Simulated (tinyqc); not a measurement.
What moves the results: band offset of a heterojunction with an interface dipole (two-band chains, self-consistent charge). A value that a table varies takes the place of the one given here.

Sites alternate A, C. Left: A at -G1/2, C at +G1/2, hopping -t1; right: A at D - G2/2, C at D + G2/2, hopping -t2; the bonds across the two interfaces of a ring (C left to A right, C right to A left) have -sqrt(t1 t2). D is the offset of the mid-gaps, so Ev(right) - Ev(left) = D - (G2 - G1)/2 and Ec(right) - Ec(left) = D + (G2 - G1)/2. The closing bond has its sign reversed (antiperiodic ring). Half the levels are filled with two electrons each. The charge moved is q = (electrons on the left) less one a site; the mean over the two interfaces, q/2, is taken as the charge that crosses each, and its dipole opposes the offset: D = D0 - u q/2.

From here on the ring has 24 cells a side.

Values chosen for the exercise (gaps near those of Si and GaP; the chains and D0 are free models, so the offsets are not those of the real pair; the results hold for these values, not for the real material):
- G1 = 1.17 eV (gap on the left)
- G2 = 2.24 eV (gap on the right)
- t1 = 1.65 eV (hopping on the left)
- t2 = 2.02 eV (hopping on the right)
- u = 8.9 eV (potential step per electron moved across)
- D0 = -1.01 eV (mid-gap of the right side above that of the left, without dipole)

## Where the moved charge sits

D = -0.41979 eV

Electrons in cell k from an interface at the self-consistent D, less those at D = 0. Interface 1 joins C left to A right, interface 2 C right to A left. The decay lengths 1/(2 kappa a) are those of mid-gap states, cosh(kappa a) = 1 + G^2/(8 t^2).

Change of the electron count:
```
k  left of 1  right of 1  left of 2  right of 2
1   -0.03691     0.04260   -0.04679     0.05329
2   -0.01245     0.01118   -0.01570     0.01440
3   -0.00516     0.00334   -0.00643     0.00434
4   -0.00225     0.00103   -0.00279     0.00134
5   -0.00101     0.00032   -0.00124     0.00042
6   -0.00046     0.00010   -0.00056     0.00013
```

decay lengths (cells): left 1.418, right 0.913

Over six cells interface 1 moves -0.0582 electrons to the left side and +0.0586 to the right, interface 2 -0.0735 and +0.0739: each change is a dipole, and the two differ because the bonds join different sites. The first cells hold 68 % of it at interface 1. The tail is longer on the left, where the gap is smaller against the hopping: from k = 2 to 4 it falls by a factor 5.53, and pure mid-gap decay would give 4.1; the exponential carries a prefactor that falls as a power of the distance, so the first cells drop faster.

## Screening of the starting offset

chi = 0.311142 1/eV

D0 is varied; the self-consistent D is found by bisection. chi = dq/dD at D = 0; the linear rule is D = S D0 with S = 1/(1 + u chi/2). The gap of the junction closes (type III) at |D| = (G1 + G2)/2.

Against D0:
```
2 D0/(G1 + G2)  D0 (eV)  q at D0   D (eV)    D/D0  linear (eV)
-0.85            -1.449  -0.5475  -0.5968  0.4118      -0.6078
-0.55            -0.938  -0.3152  -0.3902  0.4161      -0.3933
-0.30            -0.511  -0.1628  -0.2140  0.4184      -0.2145
-0.15            -0.256  -0.0800  -0.1072  0.4191      -0.1073
0.10              0.171   0.0532   0.0715  0.4193       0.0715
0.25              0.426   0.1347   0.1785  0.4187       0.1788
0.50              0.853   0.2827   0.3552  0.4167       0.3575
0.80              1.364   0.5026   0.5629  0.4127       0.5720
0.95              1.620   0.6532   0.6641  0.4100       0.6793
```

D/D0 lies between 0.410 and 0.419, against S = 0.419 from chi at D = 0; the linear rule misses by at most 15 meV. q is odd in D. About half of the starting offset survives.

## Wider gaps screen less

G2 is varied. chi = (q(+0.01) - q(-0.01))/0.02 at D = 0, S = 1/(1 + u chi/2).

Against G2:
```
G2 (eV)  chi (1/eV)       S
0.7         0.57473  0.2811
1.1         0.47179  0.3226
1.5         0.40076  0.3593
2.3         0.30538  0.4239
3.4         0.22335  0.5015
5.5         0.13414  0.6262
7.0         0.09684  0.6989
9.0         0.06496  0.7757
```

chi falls from 0.5747 to 0.0650 1/eV, a factor 8.8, and S rises from 0.281 to 0.776: charge crosses through the tails of states that tunnel into the other gap, and these shorten as the gap widens. u is kept fixed, though a wider gap also screens less and would raise it.

## What each parameter does

Self-consistent D by bisection, q there, and the two offsets. Each row changes one parameter from the base and keeps the others.

Results:
```
case             D (eV)        q  valence offset (eV)  conduction offset (eV)
base            -0.4198  -0.1326              -0.9548                  0.1152
G1 = 1.345 eV   -0.4334  -0.1296              -0.8809                  0.0141
G2 = 2.576 eV   -0.4449  -0.1270              -1.1479                  0.2581
t1 = 1.897 eV   -0.4186  -0.1329              -0.9536                  0.1164
t2 = 2.323 eV   -0.4193  -0.1328              -0.9543                  0.1157
D0 = -1.161 eV  -0.4812  -0.1528              -1.0162                  0.0538
u = 10.235 eV   -0.3865  -0.1218              -0.9215                  0.1485
```

The largest shifts from the base row, up to three for each result and ties (the steps differ in size, so this ranks the rows, not the parameters). D (eV): D0 -0.0614, u +0.0333, G2 -0.0251. q: D0 -0.0201, u +0.0108, G2 +0.0056. valence offset (eV): G2 -0.1931, G1 +0.0738, D0 -0.0614. conduction offset (eV): G2 +0.1429, G1 -0.1012, D0 -0.0614.

Computed by tinyqc, a small Python program: `OMP_NUM_THREADS=1 python tinyqc.py 1450885 1450886 out.jsonl` (the numbers bound the seed that draws the inputs); one thread of a shared host (Intel(R) Xeon(R) Processor @ 2.30GHz), about 0.4 s for the whole set of steps.
